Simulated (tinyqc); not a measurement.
What moves the results: two-dimensional electron gas with Rashba and Dresselhaus coupling. A value that a table varies takes the place of the one given here.

H = c k^2/m + al (ky sx - kx sy) + b1 (kx sx - ky sy) + gam kx ky (kx sy - ky sx), s the Pauli matrices, x = [100], c = hbar^2/2m0, b1 = gam (pi/L)^2 (hard walls). H = c k^2/m + B.s, so E = c k^2/m -/+ |B| and the lower state has its spin along -B.

Constants: hbar^2/2m0 = 3.80998211 eV angstrom^2.

Inputs chosen for the exercise (of the size met in InGaAs; shifted at random, so the results belong to these values and not to a real crystal):
```
symbol  value   unit           meaning
m       0.0393  m0             mass
al      0.23    eV angstrom    Rashba constant
gam     22.3    eV angstrom^3  bulk Dresselhaus constant
L       172     angstrom       width of the (001) well
n       6.7     1e11/cm^2      sheet density (one subband filled)
```

## Splitting and spin direction around the circle

At |k| = k0 = sqrt(2 pi n), 1e11/cm^2 = 1e-5/angstrom^2.

Around the circle:
```
phi (deg)  Bx (meV)  By (meV)  splitting (meV)  lower spin (deg)
0.0          0.1526   -4.7191           9.4430              91.9
22.5         1.9209   -4.3553           9.5202             113.8
45.0         3.3767   -3.3767           9.5508             135.0
67.5         4.3553   -1.9209           9.5202             156.2
90.0         4.7191   -0.1526           9.4430             178.1
112.5        4.3643    1.6909           9.3609            -158.8
135.0        3.2970    3.2970           9.3254            -135.0
157.5        1.6909    4.3643           9.3609            -111.2
```

The splitting runs from 9.3254 meV at 135 to 9.5508 meV at 45 degrees. Along [110] it is 2 k |al + b1 - 2 b3| and along [-110] 2 k |al - b1 + 2 b3|, b3 = gam k^2/4. From 0 to 90 degrees the spin turns with k (+86 degrees), the sense of the Rashba term.

## Tuning the Rashba term through the balance point

al = f (b1 - b3) at k0 = sqrt(2 pi n), b3 = gam k0^2/4. Helix wavelength along [110]: 2 pi c/(m |al + b1 - b3|). Dyakonov-Perel rates are proportional to the mean squares of the first harmonics: for spin along z, al^2 + (b1 - b3)^2; for the most protected in-plane spin, (al - (b1 - b3))^2/2 (third harmonic left out); both are given over (b1 - b3)^2.

Against f:
```
f     al (meV angstrom)  wavelength (micron)  rate, z  rate, in plane
0.00              0.000               11.961    1.000          0.5000
0.25              1.273                9.569    1.062          0.2812
0.50              2.546                7.974    1.250          0.1250
0.75              3.819                6.835    1.562          0.0312
0.90              4.583                6.295    1.810          0.0050
1.00              5.093                5.980    2.000          0.0000
1.25              6.366                5.316    2.562          0.0312
2.00             10.185                3.987    5.000          0.5000
```

At f = 1, al = 5.09 meV angstrom, the first harmonic points along one axis for all k and the listed in-plane rate vanishes; the helix would have wavelength 5.98 micron. But the third harmonic, left out of the table, has b3/(b1 - b3) = 0.46; its mean square, 0.11 in these units against 0.50 for the in-plane rate at f = 0, limits the protection to about the ratio of the two. The uniform z spin still relaxes there, twice as fast as at f = 0.

## What each parameter does

Splittings 2|B| at k0 = sqrt(2 pi n) along [100], [110] and [-110], and E0 = c k0^2/m; 1e11/cm^2 = 1e-5/angstrom^2. Each row changes one parameter from the base and keeps the others.

Results:
```
case                       [100] (meV)  [110] (meV)  [-110] (meV)  E0 (meV)
base                            9.4430       9.5508        9.3254     40.81
m = 0.04323 m0                  9.4430       9.5508        9.3254     37.10
al = 0.276 eV angstrom         11.3298      11.4384       11.2131     40.81
gam = 26.76 eV angstrom^3       9.4452       9.5733        9.3029     40.81
L = 192 angstrom                9.4413       9.4905        9.3857     40.81
n = 10.05 1e11/cm^2            11.5653      11.5793       11.5392     61.22
```

The largest shifts from the base row, up to three for each result and ties (the steps differ in size, so this ranks the rows, not the parameters). [100] (meV): n +2.1223, al +1.8868, gam +0.0022; unchanged at the printed digits by m. [110] (meV): n +2.0285, al +1.8876, L -0.0603; unchanged at the printed digits by m. [-110] (meV): n +2.2138, al +1.8876, L +0.0603; unchanged at the printed digits by m. E0 (meV): n +20.41, m -3.71; unchanged at the printed digits by al, gam and L.

Run: tinyqc, `OMP_NUM_THREADS=1 python tinyqc.py 1451967 1451968 out.jsonl`; Intel(R) Xeon(R) Processor @ 2.30GHz, one thread, shared host; about 0.01 s of CPU time with all checks.
